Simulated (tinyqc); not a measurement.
Pinning factor and decay constant from two barriers.

Question. phiB = S (phiM - chi) + (1 - S)(Eg - E0) with S = 1/(1 + (1/S0 - 1) exp(-be ti)). Find S0, S at the given thickness and be.

Values chosen for this exercise; semiconductor values close to those of gallium arsenide; interlayer mass of the order of that in hafnium oxide, offset chosen freely:
- Eg = 1.37 eV (band gap)
- chi = 3.95 eV (electron affinity)
- E0 = 0.49 eV (charge-neutrality level above the valence band)
- phiM = 4.39 eV (metal work function)

phiB at ti = 0, 0.4 nm (eV): 0.836  0.67725916

Answer. Each barrier gives its S by linear interpolation between the pinned and the unpinned value; the ratio of the two values of 1/S - 1 is exp(be ti).

S0 = 0.100
S = 0.461
be = 5.10 1/nm

Computed by the program tinyqc: `OMP_NUM_THREADS=1 python tinyqc.py 2270022 2270023 out.jsonl`, one thread of a shared Intel Xeon 2.30GHz, about 0.02 s for the whole run.
